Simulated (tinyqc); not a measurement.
Self-consistent Fermi level with native defects, at growth and after a quench. Changing the shift s of the chemical potential. Computed by tinyqc, a small Python program. Command: `OMP_NUM_THREADS=1 python tinyqc.py 3013207 3013208 out.jsonl scfermi sweep`. One thread of a shared host (Intel(R) Xeon(R) Processor @ 2.30GHz), about 0.1 s of CPU time with the checks.

Energies are counted from the top of the valence band (VBM); when the gap shrinks with temperature the conduction band moves and the levels stay. D and A draw on one reservoir with opposite signs, as the two vacancies of a compound do.

Inputs (values chosen for the exercise, with bands modelled on GaN):
```
quantity,value,unit
gap E_g at 300 K,3.44,eV
slope -dE_g/dT above 300 K,0.00075,eV/K
electron mass m_e,0.196,m_0
valleys M_c,1,-
hole mass m_h,1.34,m_0
E_f of the neutral native donor D,1.328,eV
E_f of the neutral native acceptor A,4.107,eV
site density N_s,5e+22,cm^-3
growth temperature T_g,1380,K
temperature of use T,400,K
```

Added shallow dopant: none.

levels of D above the VBM, most positive state first (eV): [1.67, 2.76]

levels of A above the VBM, (0/-1) first (eV): [1.49, 1.58, 1.78]

Constants: m_0 = 9.1093837015e-31 kg; k_B = 1.380649e-23 J/K; h = 6.62607015e-34 J s; k_B = 8.617333262e-05 eV/K.

Method:
- E_f(D, 0) = input + s and E_f(A, 0) = input - s; E_f(q, E_F = 0) follows from the levels, eps(q/q-1) = E_f(q - 1) - E_f(q) at E_F = 0.
- E_g(T) = E_g - slope x max(0, T - 300 K).
- N_c = 2 M_c (2 pi m_e k_B T/h^2)^(3/2) and N_v = 2 (2 pi m_h k_B T/h^2)^(3/2), masses in units of m_0.
- At growth T = T_g.
- n = N_c F_1/2((E_F - E_g)/k_B T), p = N_v F_1/2(-E_F/k_B T).
- F_1/2(eta) = (2/sqrt(pi)) int_0^infinity sqrt(x)/(1 + exp(x - eta)) dx, by the trapezoid rule in t = sqrt(x) with step 0.02 up to t = 12 (for eta < -12 by exp(eta) - exp(2 eta)/2^(3/2)).
- In equilibrium c_q = N_s exp(-(E_f(q, 0) + q E_F)/k_B T).
- Net charge = p - n + sum q c_q; the log ratio is ln(positive charge/negative charge).
- E_F is the root of the log ratio, by 50 bisections between -0.5 eV and E_g + 0.5 eV.
- After a quench the totals of D and A stay as grown, and each is shared among its charge states with weights exp(-(E_f(q, 0) + q E_F)/k_B T).

One run for each value:
```
shift s of the chemical potential (eV),E_F at growth (eV),total D (cm^-3),total A (cm^-3),E_F after the quench (eV),n after the quench (cm^-3),p after the quench (cm^-3)
-0.60,2.8223,1.7469e+20,5.2275e+18,2.8398,8.1042e+11,9.9348e-17
-0.45,2.7364,6.8991e+19,2.1121e+18,2.8390,7.9037e+11,1.0187e-16
-0.30,2.6525,3.0545e+19,8.9918e+17,2.8405,8.2513e+11,9.7576e-17
-0.15,2.5714,1.4684e+19,4.0984e+17,2.8425,8.7468e+11,9.2049e-17
0.00,2.4925,7.4105e+18,1.9825e+17,2.8441,9.1598e+11,8.7898e-17
0.15,2.4153,3.8375e+18,1.0009e+17,2.8450,9.4152e+11,8.5514e-17
0.30,2.3392,2.0139e+18,5.2036e+16,2.8454,9.5121e+11,8.4643e-17
0.45,2.2639,1.0643e+18,2.7655e+16,2.8452,9.4545e+11,8.5159e-17
0.60,2.1891,5.6472e+17,1.5022e+16,2.8443,9.2163e+11,8.7359e-17
```

What does the table show, and why?

Over the rows, E_F at growth (eV) falls from 2.82 to 2.19; total D (cm^-3) falls from 1.75e20 to 5.65e17; total A (cm^-3) falls from 5.23e18 to 1.50e16. Raising s makes D costlier and A cheaper.

Caution (rows -0.600, -0.450, -0.300): above about 2e19 cm^-3 defects interact, pair and form bands, which the dilute model leaves out.
